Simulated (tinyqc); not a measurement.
Inside a calculation. Method: RKS/BLYP in the sto-3g basis, for H2, spin multiplicity 1. Computed by tinyqc, a small Python program that keeps every step (integrals from PySCF). Settings: charge = 0, multiplicity = 1, basis = sto-3g, energy threshold = 1e-10, iteration cap = 78, orthogonalisation = canonical, start = core, DIIS depth = 4, damping = 0.5, method = RKS, functional = blyp, grid = [10, 26]. Command: `OMP_NUM_THREADS=1 python tinyqc.py 29055 29056 out.jsonl` (the two numbers bound the seeds that draw the settings). One thread of a shared host (Intel(R) Xeon(R) Processor @ 2.60GHz), about 0.1 s of CPU time with the checks. Later iterations appear only in the table of the cycle.

## One-electron integrals

Geometry (angstrom):
```
atom         x         y         z
H     0.000000  0.000000  0.000000
H     0.000000  0.000000  0.798000
```

Basis sto-3g: exponents (1/bohr^2) and contraction coefficients of normalised primitives:
```
element  l (shell)  exponent  coefficient
H            s (1)  3.425251     0.154329
H            s (1)  0.623914     0.535328
H            s (1)  0.168855     0.444635
```

Overlap, kinetic and nuclear-attraction integrals over the contracted functions; the nuclear repulsion is the sum of Za Zb / Rab.

nuclear repulsion = 0.66312934 hartree

overlap S:
```
          1H 1s     2H 1s
1H 1s  1.000000  0.622102
2H 1s  0.622102  1.000000
```

kinetic energy T (hartree):
```
          1H 1s     2H 1s
1H 1s  0.760032  0.203832
2H 1s  0.203832  0.760032
```

nuclear attraction V (hartree):
```
           1H 1s      2H 1s
1H 1s  -1.844785  -1.096393
2H 1s  -1.096393  -1.844785
```

core Hamiltonian H = T + V (hartree):
```
           1H 1s      2H 1s
1H 1s  -1.084754  -0.892561
2H 1s  -0.892561  -1.084754
```

## Two-electron integrals

Functions are numbered as in S; the eight-fold symmetry (ij|kl) = (ji|kl) = (kl|ij) leaves the list below.

Two-electron integrals (ij|kl) in chemists' order, unique and non-zero (hartree):
```
(11|11) 0.774606   (21|11) 0.412058   (21|21) 0.260743   (22|11) 0.548399
(22|21) 0.412058   (22|22) 0.774606
```

## Orthogonalisation

S = U s U^T; canonical form X = U s^(-1/2), so that X^T S X = 1. Each column of U has its largest component positive (the first on a tie).

eigenvalues of S: 0.377898  1.622102

X:
```
               1         2
1H 1s   1.150264  0.555196
2H 1s  -1.150264  0.555196
```

## Starting guess

The start is the orbitals of the core Hamiltonian; D = 2 C_occ C_occ^T.

D at the start:
```
          1H 1s     2H 1s
1H 1s  0.616484  0.616484
2H 1s  0.616484  0.616484
```

## Iteration 1: exchange-correlation on the grid

Becke grid with 10 radial and 26 angular points per atom, points of zero weight dropped. rho = sum D_ij phi_i phi_j; V_xc,ij = sum w v_xc phi_i phi_j plus the gradient terms; v_xc is d(rho eps)/d rho at fixed gradient.

The 8 grid points with the largest w rho, of 516 (bohr, atomic units):
```
x                  y         z         w       rho  |grad rho|^2     eps_xc       v_xc
-1.058395   0.000000  1.508001  0.377940  0.050953      0.012453  -0.340258  -0.381996
1.058395    0.000000  1.508001  0.377940  0.050953      0.012453  -0.340258  -0.381996
0.000000    1.058395  1.508001  0.377940  0.050953      0.012453  -0.340258  -0.381996
0.000000   -1.058395  1.508001  0.377940  0.050953      0.012453  -0.340258  -0.381996
0.000000   -1.058395  0.000000  0.377940  0.050953      0.012453  -0.340258  -0.381996
0.000000    1.058395  0.000000  0.377940  0.050953      0.012453  -0.340258  -0.381996
1.058395    0.000000  0.000000  0.377940  0.050953      0.012453  -0.340258  -0.381996
-1.058395   0.000000  0.000000  0.377940  0.050953      0.012453  -0.340258  -0.381996
```

electrons on the grid, sum of w rho = 1.991559

E_xc = sum of w rho eps_xc = -0.70278787 hartree

V_xc (hartree):
```
           1H 1s      2H 1s
1H 1s  -0.453690  -0.275092
2H 1s  -0.275092  -0.453690
```

## Iteration 1: building the Kohn-Sham matrix

J_ij = sum D_kl (ij|kl); F = H + J + V_xc; E = tr D H + tr D J / 2 + E_xc + E_nn.

Coulomb J (hartree):
```
          1H 1s     2H 1s
1H 1s  1.323667  0.829543
2H 1s  0.829543  1.323667
```

Kohn-Sham matrix F (hartree):
```
           1H 1s      2H 1s
1H 1s  -0.214777  -0.338110
2H 1s  -0.338110  -0.214777
```

total energy of this density = -1.15020490 hartree

This density is the starting one.

## Iteration 1: diagonalisation and new density

Diagonalise F' = X^T F X, C = X C', fill 1 alpha and 1 beta electrons from the bottom; D = 2 C_occ C_occ^T; the new density keeps 0.5 of the old one (damping). Each column has its largest component positive (the first on a tie).

F' = X^T F X (hartree):
```
          1          2
1  0.326364   0.000000
2  0.000000  -0.340846
```

orbital energies (hartree): MO1 -0.340846, MO2 0.326364

coefficients C:
```
            MO1        MO2
1H 1s  0.555196   1.150264
2H 1s  0.555196  -1.150264
```

D after iteration 1:
```
          1H 1s     2H 1s
1H 1s  0.616484  0.616484
2H 1s  0.616484  0.616484
```

## Iteration 2: exchange-correlation on the grid

As before.

The 8 grid points with the largest w rho, of 516 (bohr, atomic units):
```
x                  y         z         w       rho  |grad rho|^2     eps_xc       v_xc
-1.058395   0.000000  1.508001  0.377940  0.050953      0.012453  -0.340258  -0.381996
1.058395    0.000000  1.508001  0.377940  0.050953      0.012453  -0.340258  -0.381996
0.000000    1.058395  1.508001  0.377940  0.050953      0.012453  -0.340258  -0.381996
0.000000   -1.058395  1.508001  0.377940  0.050953      0.012453  -0.340258  -0.381996
0.000000   -1.058395  0.000000  0.377940  0.050953      0.012453  -0.340258  -0.381996
0.000000    1.058395  0.000000  0.377940  0.050953      0.012453  -0.340258  -0.381996
1.058395    0.000000  0.000000  0.377940  0.050953      0.012453  -0.340258  -0.381996
-1.058395   0.000000  0.000000  0.377940  0.050953      0.012453  -0.340258  -0.381996
```

electrons on the grid, sum of w rho = 1.991559

E_xc = sum of w rho eps_xc = -0.70278787 hartree

V_xc (hartree):
```
           1H 1s      2H 1s
1H 1s  -0.453690  -0.275092
2H 1s  -0.275092  -0.453690
```

## Iteration 2: building the Kohn-Sham matrix

As before.

Coulomb J (hartree):
```
          1H 1s     2H 1s
1H 1s  1.323667  0.829543
2H 1s  0.829543  1.323667
```

Kohn-Sham matrix F (hartree):
```
           1H 1s      2H 1s
1H 1s  -0.214777  -0.338110
2H 1s  -0.338110  -0.214777
```

total energy of this density = -1.15020490 hartree

This density is a damped mixture and is not idempotent.

## Iteration 2 (converged): orbitals

Diagonalise F' = X^T F X, C = X C', fill 1 alpha and 1 beta electrons from the bottom; D = 2 C_occ C_occ^T. Each column has its largest component positive (the first on a tie).

F' = X^T F X (hartree):
```
          1          2
1  0.326364   0.000000
2  0.000000  -0.340846
```

orbital energies (hartree): MO1 -0.340846, MO2 0.326364

coefficients C:
```
            MO1        MO2
1H 1s  0.555196   1.150264
2H 1s  0.555196  -1.150264
```

D after iteration 2:
```
          1H 1s     2H 1s
1H 1s  0.616484  0.616484
2H 1s  0.616484  0.616484
```

## Convergence

Stop when the energy changes by less than 1e-10 hartree and every element of the error matrix X^T (F D S - S D F) X is below 3e-06.

Course of the cycle:
```
iteration  E (hartree)    change  largest element of the error matrix
1          -1.15020490         -                             5.67e-16
2          -1.15020490  0.000000                             2.94e-16
```

PySCF RKS in the same basis, fine grid = -1.15190278 hartree

Converged in 2 iterations. The coarse grid moves the energy by +1.70e-03 hartree.

## Populations, bond orders and dipole

Mulliken: Z minus the diagonal of D S on the atom; Loewdin: the same with S^(1/2) D S^(1/2); Mayer order: 2 sum_s sum (D(s) S)_ij (D(s) S)_ji over the two atoms.

Charges (e):
```
atom  Mulliken  Loewdin
1H           0        0
2H           0        0
```

Mayer bond orders:
```
pair     order
2-1   1.000000
```

dipole moment about the origin, x y z (debye): 0.000000  0.000000  0.000000
